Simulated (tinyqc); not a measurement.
Off-state leakage of single and stacked transistors: subthreshold current against the height of the stack.

n-channel devices of unit width. Subthreshold current I(Vg, Vs, Vd) = I0 (T/300 K)^0.5 exp[(Vg - Vs - VT(T) - gb (Vs - Vb) + dd (Vd - Vs))/(nf Vt)] (1 - exp(-(Vd - Vs)/Vt)), VT(T) = VT - cT (T - 300 K). Gate-edge tunnelling Ig (Vd/1 V) exp(ag (Vd - 1 V)), for a gate at 0 V, and band-to-band leakage Ab u exp(-Bb/u), u = Vd - Vb + 1 V, flow at a drain held at V; both are taken as independent of T. In a stack of off transistors (all gates at 0 V) the same subthreshold current passes through each.

All n gates at 0 V, bottom source at 0 V, top drain at V; node voltages follow from equal currents.

Values chosen for this exercise; values of the order met in bulk silicon logic transistors: temperature T = 300 K; supply voltage V = 0.8 V; threshold at 300 K, zero drain and body bias VT = 0.49 V; fall of the threshold with temperature cT = 0.5 mV/K; current at threshold at 300 K I0 = 0.78 uA/um; slope factor nf = 1.42; drain-induced lowering per volt dd = 0.15; rise of the threshold per volt of source-body bias gb = 0.17; body voltage Vb = 0 V.

Constants: q = 1.602176634e-19 C, kB = 1.380649e-23 J/K, Vt = kB T/q. Results are converted to the units shown.

Subthreshold current against the height of the stack:

| n | I (nA/um) | reduction factor | drain voltage of the bottom device (mV) | source voltage of the top device (mV) | voltage across the top device (V) |
|---|---|---|---|---|---|
| 1 | 0.032721 | 1.0000 | 800.00 | 0 | 0.80000 |
| 2 | 0.0016740 | 19.546 | 82.674 | 82.674 | 0.71733 |
| 3 | 7.9993e-4 | 40.904 | 22.764 | 103.21 | 0.69679 |
| 4 | 5.2398e-4 | 62.446 | 13.156 | 114.98 | 0.68502 |
| 5 | 3.8935e-4 | 84.038 | 9.2622 | 123.24 | 0.67676 |
| 6 | 3.0970e-4 | 105.65 | 7.1491 | 129.60 | 0.67040 |

What does the table show?

The second transistor cuts the current by a factor of 19.5, the third by a further 2.09 and the sixth by 1.26. The top device keeps 83.8 % of the supply at n = 6, while the drain voltage of the bottom one falls to 0.277 Vt.

Numbers from tinyqc (`OMP_NUM_THREADS=1 python tinyqc.py 2242005 2242006 out.jsonl`; about 0.03 s on one thread of a shared Intel Xeon 2.30GHz).
